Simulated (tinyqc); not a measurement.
# Worked calculation: punch-through p+-n junction, ionisation integral and breakdown

Computed by the program tinyqc: `OMP_NUM_THREADS=1 python tinyqc.py 2120110 2120111 out.jsonl`, one thread of a shared Intel Xeon 2.30GHz, about 0.07 s for the whole run. Printed values are rounded.

A p+ layer at x < 0 and an n drift layer from x = 0 to L on an n+ substrate. Depletion approximation, built-in voltage neglected. Local ionisation coefficients alpha_n = an exp(-(bn/E)^mx), alpha_p = ap exp(-(bp/E)^mx). Electrons move towards +x, holes towards x = 0.

Parameters, values chosen for the exercise; material values close to those of gallium arsenide: relative permittivity eps_r = 13.1; prefactor of the electron ionisation coefficient an = 3.05e5 1/cm; field constant for electrons bn = 6.64e5 V/cm; prefactor of the hole ionisation coefficient ap = 2.09e5 1/cm; field constant for holes bp = 6.48e5 V/cm; exponent mx = 1.6; donor density of the drift layer N = 1.1e16 cm^-3; thickness of the drift layer L = 0.76 um; reverse voltage V = 21.7 V; share of the depleted width that the grid covers fr = 1.

Constants: q = 1.602176634e-19 C, eps0 = 8.8541878128e-14 F/cm where lengths are in cm. Results are converted to the units shown.

Range of the model: Breakdown comes at under 36 V, so the built-in voltage left out is a few per cent of it or more.

## Field and ionisation coefficients on a grid

W = sqrt(2 eps0 eps_r V/(q N)), peak field E0 = q N W/(eps0 eps_r), falling linearly to 0 at W; if W > L the layer is punched through: W = L, E0 = V/L + q N L/(2 eps0 eps_r), falling linearly to E1 = V/L - q N L/(2 eps0 eps_r). Grid: 14 equal steps from 0 to fr W.

W = 0.76 um
x, point 0 to 14 (um): [0.0000000, 0.0542857, 0.1085714, 0.1628571, 0.2171429, 0.2714286, 0.3257143, 0.3800000, 0.4342857, 0.4885714, 0.5428571, 0.5971429, 0.6514286, 0.7057143, 0.7600000]
E, point 0 to 14 (kV/cm): [343.2650, 335.0166, 326.7682, 318.5198, 310.2715, 302.0231, 293.7747, 285.5263, 277.2779, 269.0296, 260.7812, 252.5328, 244.2844, 236.0360, 227.7877]
alpha_n, point 0 to 14 (1/cm): [17226.99, 15370.25, 13610.61, 11953.41, 10403.45, 8964.907, 7641.110, 6434.437, 5346.138, 4376.194, 3523.187, 2784.203, 2154.770, 1628.859, 1198.953]
alpha_p, point 0 to 14 (1/cm): [13177.29, 11808.46, 10505.36, 9272.208, 8112.926, 7031.039, 6029.566, 5110.897, 4276.680, 3527.694, 2863.743, 2283.559, 1784.729, 1363.659, 1015.589]

## Ionisation integrals by the trapezoid rule

G(x) = integral from 0 to x of (alpha_n - alpha_p); I_n = integral of alpha_n exp(-G) (electrons injected at x = 0), I_p = integral of alpha_p exp(G(end) - G) (holes injected at the far edge); M = 1/(1 - I). All integrals by the trapezoid rule on the grid.

G, point 0 to 14: [0.0000000, 0.0206598, 0.0387560, 0.0544621, 0.0679568, 0.0794230, 0.0890463, 0.0970129, 0.1035082, 0.1087141, 0.1128071, 0.1159559, 0.1183192, 0.1200434, 0.1212609]
alpha_n exp(-G), point 0 to 14 (in units of 1e4 1/cm): [1.722699, 1.505596, 1.309321, 1.131981, 0.971995, 0.828043, 0.699011, 0.583954, 0.482044, 0.392539, 0.314734, 0.247937, 0.191432, 0.144461, 0.106204]
I_n = 0.5275215
I_p = 0.4665429
M_n = 2.116498
M_p = 1.874565

A grid of 1500 steps over the whole width gives I_n = 0.5267 and I_p = 0.4658; the coarse I_n is 0.16 % above and the coarse I_p 0.17 % above those values. Electrons multiply more: on this coarse grid M - 1 is 1.28 times as large for them.

## Breakdown voltage by secant steps

G(x) = integral from 0 to x of (alpha_n - alpha_p); I_n = integral of alpha_n exp(-G) (electrons injected at x = 0), I_p = integral of alpha_p exp(G(end) - G) (holes injected at the far edge); M = 1/(1 - I). Secant steps on ln I_n(V) = 0 with the integrals on a fine grid (1500 steps), from the points V = 17.6 and 24.2 V; stop when the step is below 1e-7 of V.

Course of the iteration:
```
step     V (V)        I_n  change of V (V)
1         24.2  0.8682807            0.547
2     24.74674  0.9508620            0.303
3     25.04995  0.9974633           0.0161
4     25.06604  0.9999509          3.17e-4
5     25.06636   1.000000          3.18e-7
```

Breakdown at 25.066 V, with a peak field of 387.6 kV/cm and W = 0.7600 um. The integral for holes reaches 1 at the same voltage.
